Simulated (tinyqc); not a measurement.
Worked calculation: sp3 tight binding, zinc-blende lattice. Computed by tinyqc, a small Python program that keeps every step. Command: `OMP_NUM_THREADS=1 python tinyqc.py 26390 26391 out.jsonl` (the two numbers bound the seeds that draw the settings). One thread of a shared host (Intel(R) Xeon(R) Processor @ 2.60GHz), about 0.01 s of CPU time with the checks.

## Bloch Hamiltonian at k

Parameters chosen for this model: zinc-blende lattice, anion at 0, cation at a/4 (1,1,1); V = eta hbar^2 / (m d^2), hbar^2/m = 7.619964 eV angstrom^2:
```
parameter          value      unit
a               5.630000  angstrom
d               2.437862  angstrom
Es anion      -11.100000        eV
Ep anion       -7.850000        eV
Es cation     -11.100000        eV
Ep cation      -7.850000        eV
eta ss         -1.480000
eta sp          1.450000
eta pp sigma    2.890000
eta pp pi      -0.850000
V ss           -1.897565        eV
V sp            1.859100        eV
V pp sigma      3.705380        eV
V pp pi        -1.089818        eV
```

k point k (2 pi / a): [-0.470000, -0.720000, 0.480000]

Slater-Koster rules over the four bonds with direction cosines (l, m, n): ss V_ss; s-px l V_sp; px-s -l V_sp; px-px l^2 V_pps + (1 - l^2) V_ppp; px-py l m (V_pps - V_ppp); each times exp(i k.d).

H(k) at k (eV), order a s, a px, a py, a pz, c s, c px, c py, c pz:
```
[[-11.100000, 0.000000, 0.000000, 0.000000, -1.742469+3.164088i, 1.966918-0.896848i, 0.842196-2.094555i, -1.905899+0.925561i],
 [0.000000, -7.850000, 0.000000, 0.000000, -1.966918+0.896848i, 0.467013-0.848033i, -2.838198+1.378314i, 1.254169-3.119139i],
 [0.000000, 0.000000, -7.850000, 0.000000, -0.842196+2.094555i, -2.838198+1.378314i, 0.467013-0.848033i, 2.929067-1.335555i],
 [0.000000, 0.000000, 0.000000, -7.850000, 1.905899-0.925561i, 1.254169-3.119139i, 2.929067-1.335555i, 0.467013-0.848033i],
 [-1.742469-3.164088i, -1.966918-0.896848i, -0.842196-2.094555i, 1.905899+0.925561i, -11.100000, 0.000000, 0.000000, 0.000000],
 [1.966918+0.896848i, 0.467013+0.848033i, -2.838198-1.378314i, 1.254169+3.119139i, 0.000000, -7.850000, 0.000000, 0.000000],
 [0.842196+2.094555i, -2.838198-1.378314i, 0.467013+0.848033i, 2.929067+1.335555i, 0.000000, 0.000000, -7.850000, 0.000000],
 [-1.905899-0.925561i, 1.254169+3.119139i, 2.929067+1.335555i, 0.467013+0.848033i, 0.000000, 0.000000, 0.000000, -7.850000]]
```

## Levels at k

Diagonalise the Hermitian matrix.

eigenvalues (eV): [-15.995685, -14.690221, -12.421563, -12.175139, -5.410559, -3.680021, -3.522244, -1.404568]

weights |c|^2 of the basis functions, order a s, a px, a py, a pz, c s, c px, c py, c pz:
```
[[0.417267, 0.120500, 0.041912, 0.000173, 0.372892, 0.021185, 0.000239, 0.025832],
 [0.038608, 0.109486, 0.073752, 0.257730, 0.025471, 0.130566, 0.207747, 0.156640],
 [0.007031, 0.157489, 0.294572, 0.000165, 0.078856, 0.296835, 0.005713, 0.159340],
 [0.037094, 0.112525, 0.089764, 0.241933, 0.022782, 0.051414, 0.286301, 0.158188],
 [0.417267, 0.120500, 0.041912, 0.000173, 0.372892, 0.021185, 0.000239, 0.025832],
 [0.038608, 0.109486, 0.073752, 0.257730, 0.025471, 0.130566, 0.207747, 0.156640],
 [0.007031, 0.157489, 0.294572, 0.000165, 0.078856, 0.296835, 0.005713, 0.159340],
 [0.037094, 0.112525, 0.089764, 0.241933, 0.022782, 0.051414, 0.286301, 0.158188]]
```

## Bloch Hamiltonian at L

k point L (2 pi / a): [0.500000, 0.500000, 0.500000]

As before.

H(k) at L (eV), order a s, a px, a py, a pz, c s, c px, c py, c pz:
```
[[-11.100000, 0.000000, 0.000000, 0.000000, -2.683562+2.683562i, -1.517949+1.517949i, -1.517949+1.517949i, -1.517949+1.517949i],
 [0.000000, -7.850000, 0.000000, 0.000000, 1.517949-1.517949i, 0.719243-0.719243i, -2.260478+2.260478i, -2.260478+2.260478i],
 [0.000000, 0.000000, -7.850000, 0.000000, 1.517949-1.517949i, -2.260478+2.260478i, 0.719243-0.719243i, -2.260478+2.260478i],
 [0.000000, 0.000000, 0.000000, -7.850000, 1.517949-1.517949i, -2.260478+2.260478i, -2.260478+2.260478i, 0.719243-0.719243i],
 [-2.683562-2.683562i, 1.517949+1.517949i, 1.517949+1.517949i, 1.517949+1.517949i, -11.100000, 0.000000, 0.000000, 0.000000],
 [-1.517949-1.517949i, 0.719243+0.719243i, -2.260478-2.260478i, -2.260478-2.260478i, 0.000000, -7.850000, 0.000000, 0.000000],
 [-1.517949-1.517949i, -2.260478-2.260478i, 0.719243+0.719243i, -2.260478-2.260478i, 0.000000, 0.000000, -7.850000, 0.000000],
 [-1.517949-1.517949i, -2.260478-2.260478i, -2.260478-2.260478i, 0.719243+0.719243i, 0.000000, 0.000000, 0.000000, -7.850000]]
```

## Levels at L

As before.

eigenvalues (eV): [-15.923051, -15.018677, -12.063961, -12.063961, -5.512627, -3.636039, -3.636039, -1.445645]

## Bands along a path

The same steps at evenly spaced points between the labelled ones.

Bands along the path (eV):
```
k             band 1      band 2      band 3      band 4     band 5     band 6     band 7     band 8
L         -15.923051  -15.018677  -12.063961  -12.063961  -5.512627  -3.636039  -3.636039  -1.445645
L-G 0.20  -16.500294  -14.355490  -11.906719  -11.906719  -5.348879  -3.793281  -3.793281  -1.695337
L-G 0.40  -17.316210  -13.228921  -11.462786  -11.462786  -4.965392  -4.237214  -4.237214  -2.389478
L-G 0.60  -18.031255  -11.899717  -10.823840  -10.823840  -4.876160  -4.876160  -4.707999  -3.261030
L-G 0.80  -18.517904  -10.569868  -10.182162  -10.182162  -5.517838  -5.517838  -5.261136  -3.551092
G         -18.690258   -9.884326   -9.884326   -9.884326  -5.815674  -5.815674  -5.815674  -3.509742
G-X 0.20  -18.459091  -10.615285  -10.615285  -10.069218  -5.774915  -5.084715  -5.084715  -3.596776
G-X 0.40  -17.790320  -11.952645  -11.952645  -10.620721  -5.654524  -3.834435  -3.747355  -3.747355
G-X 0.60  -16.755793  -13.158941  -13.158941  -11.518214  -5.459902  -4.166091  -2.541059  -2.541059
G-X 0.80  -15.467460  -13.963080  -13.963080  -12.702164  -5.199418  -4.530958  -1.736920  -1.736920
X         -14.243596  -14.243596  -14.065641  -14.065641  -4.884359  -4.884359  -1.456404  -1.456404
X-W 0.20  -14.243596  -14.243596  -14.065641  -14.065641  -4.884359  -4.884359  -1.456404  -1.456404
X-W 0.40  -14.243596  -14.243596  -14.065641  -14.065641  -4.884359  -4.884359  -1.456404  -1.456404
X-W 0.60  -14.243596  -14.243596  -14.065641  -14.065641  -4.884359  -4.884359  -1.456404  -1.456404
X-W 0.80  -14.243596  -14.243596  -14.065641  -14.065641  -4.884359  -4.884359  -1.456404  -1.456404
W         -14.243596  -14.243596  -14.065641  -14.065641  -4.884359  -4.884359  -1.456404  -1.456404
```

With 4 band(s) filled, the highest filled level on these points lies at G and the lowest empty one at G: a gap of 4.0687 eV, direct.
